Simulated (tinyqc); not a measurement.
# Gate voltage for a given inversion charge

Problem. p-type body, charge-sheet picture, depletion and inversion only, full ionisation (an idealisation for deep acceptors), Boltzmann statistics (rough once Na exp(x - xn) passes about Nc/7). In units of Vt: xg = (Vg - Vfb)/Vt, x = psi/Vt, G = gamma/sqrt(Vt), xn = (2 phiF + Vc)/Vt. The implicit equation is (xg - x)^2 = G^2 [x - 1 + exp(x - xn)] for x above about 3. Cox = eps0 eox/tox. ni = sqrt(Nc Nv) exp(-Eg/(2 Vt)), Eg in volts; phiF = Vt ln(Na/ni); gamma = sqrt(2 q eps0 eps_r Na)/Cox. N_inv = (Cox Vt G/q) [sqrt(x - 1 + exp(x - xn)) - sqrt(x - 1)]. Find x - xn, psi and Vg.

Parameters, values chosen for the exercise; band and dielectric values close to those of silicon:
- T = 350 K (temperature)
- Eg = 1.1 eV (band gap)
- eps_r = 11.8 (relative permittivity)
- Nc = 3.47e19 cm^-3 (conduction-band density of states at T)
- Nv = 3.36e19 cm^-3 (valence-band density of states at T)
- eox = 25.4 (relative permittivity of the gate insulator (close to zirconium oxide))
- tox = 7.5 nm (insulator thickness)
- Na = 1.7e16 cm^-3 (acceptor density)
- Vfb = -0.36 V (flat-band voltage)
- Vc = 0.5 V (channel-body voltage)

Constants: q = 1.602176634e-19 C, kB = 1.380649e-23 J/K, Vt = kB T/q, eps0 = 8.8541878128e-14 F/cm where lengths are in cm. Results are converted to the units shown.

N_inv = 4.6e11 cm^-2

Solution. N_inv rises steadily with x, so it fixes x; the implicit equation then gives xg directly.

x - xn = 4.645
psi = 1.281 V
Vg = 0.9741 V

tinyqc, about 0.01 s, one thread, Intel Xeon 2.30GHz (shared host): `OMP_NUM_THREADS=1 python tinyqc.py 2122113 2122114 out.jsonl`
